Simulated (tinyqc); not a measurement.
# Trap density from the barrier height

Problem. In a partly depleted grain with all boundary traps filled, 2 N W = Qt and VB = q N W^2/(2 eps0 eps_r). Find Qt, W and the doping at which VB would equal Vt.

Parameters, values chosen for the exercise: temperature T = 300 K; relative permittivity eps_r = 11.7.

Constants: q = 1.602176634e-19 C, kB = 1.380649e-23 J/K, Vt = kB T/q, eps0 = 8.8541878128e-14 F/cm where lengths are in cm. Results are converted to the units shown.

doping = 4.4e17 cm^-3
barrier height = 0.15861357 V

Solution. Eliminating W gives VB = q Qt^2/(8 eps0 eps_r N), which falls as 1/N.

Qt = 1.900e12 cm^-2
W = 21.59 nm
doping for VB = Vt = 2.700e18 cm^-3

Numbers from tinyqc (`OMP_NUM_THREADS=1 python tinyqc.py 2830081 2830082 out.jsonl`; about 0.01 s on one thread of a shared Intel Xeon 2.30GHz).
